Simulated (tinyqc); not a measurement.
# Abrupt p-n junction, non-linear Poisson equation by Newton steps: effects of single changes

One dimension, p side on the left, n side on the right; net doping C = -Na for x < 0 and +Nd for x > 0. The potential psi is counted from the intrinsic level, and the quasi-Fermi potentials are flat: 0 for holes and -V for electrons, so n = ni exp((psi + V)/Vt) and p = ni exp(-psi/Vt) (Boltzmann statistics, full ionisation, no current). Under reverse bias this makes the minority densities vanishingly small everywhere; they play no part in the charge.

Values chosen for this exercise; band and dielectric values close to those of silicon: temperature T = 450 K; band gap Eg = 1.13 eV; relative permittivity eps_r = 11.7; conduction-band density of states at T Nc = 5.22e19 cm^-3; valence-band density of states at T Nv = 4.91e19 cm^-3; acceptor density of the p side Na = 2e17 cm^-3; donor density of the n side Nd = 4.7e17 cm^-3; bias of the p side against the n side V = -3.2 V.

Constants: q = 1.602176634e-19 C, kB = 1.380649e-23 J/K, Vt = kB T/q, eps0 = 8.8541878128e-14 F/cm where lengths are in cm. Results are converted to the units shown.

Each table varies one quantity; the others keep the values above.

## Capacitance and field against bias

The Poisson equation d/dx(eps0 eps_r dpsi/dx) = -q (p - n + C) is solved on a mesh of more than 1000 nodes that ends in neutral material (psi_p = -Vt ln(Na/ni), psi_n = Vt ln(Nd/ni) - V). C_j = q d/dV of the integral of p over x, from the linearised equation. ni = sqrt(Nc Nv) exp(-Eg/(2 Vt)), Eg in volts. Depletion approximation: Vbi = Vt ln(Na Nd/ni^2), W = sqrt(2 eps0 eps_r (Vbi - V)(1/Na + 1/Nd)/q), xp = W Nd/(Na + Nd), xn = W Na/(Na + Nd), peak field 2 (Vbi - V)/W, capacitance eps0 eps_r/W. The last column applies it to an abrupt Na-Nd junction.

Capacitance and field against bias:

| V (V) | peak \|E\| (kV/cm) | C_j (nF/cm^2) | 1/C_j^2 (cm^4/uF^2) | eps0 eps_r/C_j (nm) | abrupt depletion C (nF/cm^2) |
|---|---|---|---|---|---|
| 0 | 168.8 | 133.2 | 56.36 | 77.77 | 126.0 |
| -1.67 | 317.7 | 70.74 | 199.8 | 146.4 | 69.59 |
| -3.33 | 415.9 | 54.04 | 342.4 | 191.7 | 53.53 |
| -5 | 495.5 | 45.37 | 485.8 | 228.3 | 45.06 |
| -6.67 | 563.9 | 39.86 | 629.3 | 259.9 | 39.66 |
| -8.33 | 624.5 | 35.99 | 771.8 | 287.8 | 35.84 |
| -10 | 680.0 | 33.05 | 915.3 | 313.4 | 32.93 |

Read the table: what changes, and by how much?

With V going from 0 to -10 V, C_j falls from 133 to 33.1 nF/cm^2 and the peak field rises from 169 to 680 kV/cm. The slope of 1/C_j^2, read as N = 2/(q eps0 eps_r |slope|), gives 1.40e17 cm^-3 between the first two rows and 1.40e17 cm^-3 between the last two, against Na Nd/(Na + Nd) = 1.40e17 cm^-3; the slopes of all rows agree within 0.01 %, as for uniform doping at both edges. At the end C_j goes as (Vbi - V)^(-0.50) with Vbi = 0.734 V, and it is 0.36 % above the abrupt depletion formula (at the first row 5.8 % above it). For V = -6.67, -8.33, -10 the peak field is at a level where avalanche or tunnelling currents, left out here, set in for such a gap.

## Effect of the doping Na

Exact first integral for an abrupt junction with thick neutral sides: psi_p = -Vt ln(Na/ni), psi_n = Vt ln(Nd/ni) - V, psi_j = (Nd psi_n + Na psi_p - Vt (Nd - Na))/(Na + Nd) at the junction, n_j = ni exp((psi_j + V)/Vt), p_j = ni exp(-psi_j/Vt), and E_j^2 = (2 q/(eps0 eps_r)) [Nd (psi_n - psi_j - Vt) + Vt (n_j + p_j)] (minority densities of the neutral sides neglected).

The same in every row: ni (cm^-3) = 2.380e13.

Effect of the doping Na:

| Na (cm^-3) | Vbi (V) | W (nm) | share of W on the n side (%) | peak field, depletion (kV/cm) | peak field, exact (kV/cm) |
|---|---|---|---|---|---|
| 1.6e16 | 0.6360 | 566.2 | 3.292 | 135.5 | 134.4 |
| 4.1e16 | 0.6725 | 364.4 | 8.023 | 212.5 | 210.4 |
| 1.1e17 | 0.7108 | 238.2 | 18.97 | 328.4 | 325.1 |
| 2.9e17 | 0.7484 | 168.7 | 38.16 | 468.0 | 463.4 |
| 7.6e17 | 0.7857 | 133.2 | 61.79 | 598.4 | 592.5 |
| 2e18 | 0.8232 | 116.9 | 80.97 | 688.2 | 681.5 |
| 5.3e18 | 0.8610 | 110.3 | 91.85 | 736.4 | 729.3 |
| 1.4e19 | 0.8987 | 108.0 | 96.75 | 759.3 | 753.5 |

What does the comparison show?

As Na rises, Vbi rises from 0.636 to 0.899 V, 89.3 mV a decade (Vt ln 10), and W falls from 566 to 108 nm. The exponent d ln W/d ln Na is -0.47 between the first two rows and -0.02 between the last two: the lighter-doped side sets the width, and Na passes Nd = 4.7e17 cm^-3 within the table. The depletion field is 0.79 % above the exact one in the first row and 0.77 % above it in the last. For Na = 1.4e19 the doping exceeds a fifth of the band density of states, where Boltzmann statistics begin to fail.

Program tinyqc, `OMP_NUM_THREADS=1 python tinyqc.py 2000038 2000039 out.jsonl`; Intel Xeon 2.30GHz, shared host, one thread, about 0.03 s.
